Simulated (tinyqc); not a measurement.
Inside a calculation: deep level with several charge states, and Shockley-Read-Hall recombination. Values are carried at full precision from step to step, so a last printed digit may differ when a step is redone from the rounded ones.

Energies from Ev. The defect has charge states +1, 0, -1 with weights 1, gm exp((EF - E1)/kT), exp((2 EF - E1 - E2)/kT); the shares are the weights over their sum. Boltzmann carriers: n = Nc exp((EF - Eg)/kT), p = Nv exp(-EF/kT). Neutrality: p - n + Nd + Nt <q> = 0.

Constants: kB = 8.617333262e-05 eV/K.

Parameters, chosen for this exercise (gap and densities of states near those of Si at this temperature; shifted at random, so the results belong to these values and not to a real crystal):
```
symbol  value     unit    meaning
Eg      1.127     eV      gap
Nc      2.74e+19  1/cm^3  conduction-band density of states
Nv      1.13e+19  1/cm^3  valence-band density of states
T       300       K
E1      0.427     eV      level (+1/0) above Ev
E2      0.697     eV      level (0/-1) above Ev
gm      2                 degeneracy of the middle state, the others 1
Nt      8.5e+14   1/cm^3  defects
Nd      -2.5e+16  1/cm^3  ionised shallow donors minus acceptors
E_try   0.297     eV      trial Fermi level
Et      0.427     eV      recombination level above Ev
sn      5.4e-15   cm^2    electron capture cross-section
sp_     3.7e-15   cm^2    hole capture cross-section
vth     20000000  cm/s    thermal velocity, both carriers
Nm      8.5e+15   1/cm^3  equilibrium holes for the lifetime steps
dn      4.3e+12   1/cm^3  excess pairs
```

## Charge states at a trial Fermi level

Form the exponents, the shares, the mean charge and the residual of neutrality at EF = E_try.

exponents of the second and third weights: -5.029  -20.501

shares: +1 0.9871, 0 0.0129, -1 0.0000

<q> = 0.9871

n, p (1/cm^3): 3.12e+05  1.16e+14

residual = -2.40e+16 1/cm^3

The residual is negative, so EF must fall.

## The neutral state

Solve for EF.

EF = 0.1589 eV

shares at EF: +1 1.000, 0 0.000, -1 0.000

n = 1.50e+03 1/cm^3
p = 2.42e+16 1/cm^3

Without the defects the majority density would be 2.50e+16 1/cm^3; with them the density of these carriers is 2.42e+16, nearly the same. Most defects are in the state +1.

## Recombination through one level

One level at Et with degeneracy 1: tn = 1/(sn vth Nt), tp = 1/(sp_ vth Nt), n1 = Nc exp((Et - Eg)/kT), p1 = Nv exp(-Et/kT), ni^2 = n1 p1. Equilibrium p0 = Nm, n0 = ni^2/Nm; n = n0 + dn, p = p0 + dn. U = (n p - ni^2)/(tp (n + n1) + tn (p + p1)), lifetime dn/U; emission rates en = sn vth n1, ep = sp_ vth p1.

Evaluate each quantity.

tn, tp (microsecond): 0.01089  0.01590

n1, p1 (1/cm^3): 4.77e+07  7.58e+11

U = 3.94e+20 1/(cm^3 s)
lifetime = 0.0109 microsecond

The lifetime is 1.001 times the minority capture time tn and 0.407 times tn + tp, the limit of high injection.

## Emission and generation in a depleted region

With n = p = 0 the level generates pairs at G = Nt en ep/(en + ep); generation lifetime tg = ni/G; current density e G W for a width W = 1 micrometre, e = 1.602176634e-19 C.

en, ep (1/s): 5.15  5.61e+04

G = 4.38e+15 1/(cm^3 s)
tg = 1.37 microsecond
current density = 7.01e-08 A/cm^2

The slower step, electron emission, limits the rate: en/ep = 9.18e-05.

## Checks

- U against hole capture minus emission at the steady occupation of the level (1/(cm^3 s)): both 3.944e+20.

(tinyqc, `OMP_NUM_THREADS=1 python tinyqc.py 1651546 1651547 out.jsonl`, Intel(R) Xeon(R) Processor @ 2.30GHz, 1 thread, shared host, about 0.01 s.)
